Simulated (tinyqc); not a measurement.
Worked calculation: tight binding, honeycomb lattice. One step of it, computed by the program tinyqc.

Question. Bloch Hamiltonian at K. H_AB = -t1 (1 + exp(-i k.a1) + exp(-i k.a2)); H_AA = delta - 2 t2 sum cos(k.b + phi), H_BB = -delta - 2 t2 sum cos(k.b - phi), b = a1, a2 - a1, -a2.

Parameters chosen for this model:
```
parameter     value                        unit
t1         1.690000                 eV, nearest
t2                0       eV, second neighbours
phi        1.570000  rad, phase of t2 (Haldane)
delta      1.330000          eV, +/- on A and B
```

k point K (fractions of the reciprocal vectors): [0.333333, 0.666667]

Give: H(k) at K.

Answer.

H(k) at K (eV), order A, B:
$$\begin{pmatrix}
1.330 & 0.000 \\
0.000 & -1.330
\end{pmatrix}$$
